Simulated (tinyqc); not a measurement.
Angle of incidence: thin-film optics by transfer matrices.

Indices N = n + i k. Snell: N0 sin(theta) = N_j sin(theta_j), with Im(N_j cos theta_j) >= 0. Admittance y_j = N_j cos theta_j for s and N_j/cos theta_j for p. Phase delta_j = 2 pi N_j cos theta_j d_j/lambda. Layer matrix [[cos delta, -i sin delta/y], [-i y sin delta, cos delta]], multiplied from the top down to M. (B, C) = M (1, y_sub); r = (y0 B - C)/(y0 B + C), R = |r|^2, T = 4 Re y0 Re y_sub/|y0 B + C|^2, absorbed in the films 1 - R - T.

Ellipsometry: rho = tan(Psi) exp(i Delta) = -conj(r_p/r_s) with the r of the admittance formula, Delta in 0 to 360 degrees, so that a bare dielectric at small angles gives Delta = 180.

Parameters, chosen for this exercise (indices near those of resist, ARC, SiO2 on Si; not measured data):
- lam = 365 nm (vacuum wavelength)
- n0 = 1 (ambient index)
- n = (1.721, 1.719, 1.482, 6.626) (n of resist, ARC, SiO2, substrate)
- k = (0.026, 0.312, 0, 2.773) (k in the same order)
- d = (338, 41.2, 34.2) nm (thicknesses, top first)

Both polarisations.

Stack:
```
theta (degrees)     R_s     R_p    Psi   Delta
0                0.1897  0.1897  45.00  180.00
15               0.1783  0.1637  43.77  181.51
30               0.1216  0.0763  38.38  193.66
45               0.0476  0.0054  18.59  307.44
55               0.1115  0.0274  26.38   63.25
60               0.1954  0.0445  25.50   73.53
65               0.3012  0.0572  23.55   71.84
70               0.4181  0.0690  22.11   61.23
75               0.5420  0.0962  22.84   43.86
85               0.8251  0.4079  35.11   11.09
```

Give the missing row, theta (degrees) = 80.

Computed row:
```
theta (degrees)     R_s     R_p    Psi  Delta
80               0.6754  0.1786  27.21  25.49
```

R_s and R_p agree at normal incidence (0.1897). R_p is lowest at 45 degrees of those listed (0.0054), where R_s = 0.0476; the top face alone would stop reflecting p light at arctan(n/n0) = 59.8 degrees, while the layers and the substrate below set where the minimum falls. R_s does not rise steadily, because the phase thickness of the films changes with the angle.

Run: tinyqc, `OMP_NUM_THREADS=1 python tinyqc.py 1680901 1680902 out.jsonl`; Intel(R) Xeon(R) Processor @ 2.30GHz, one thread, shared host; about 0.01 s of CPU time with all checks.
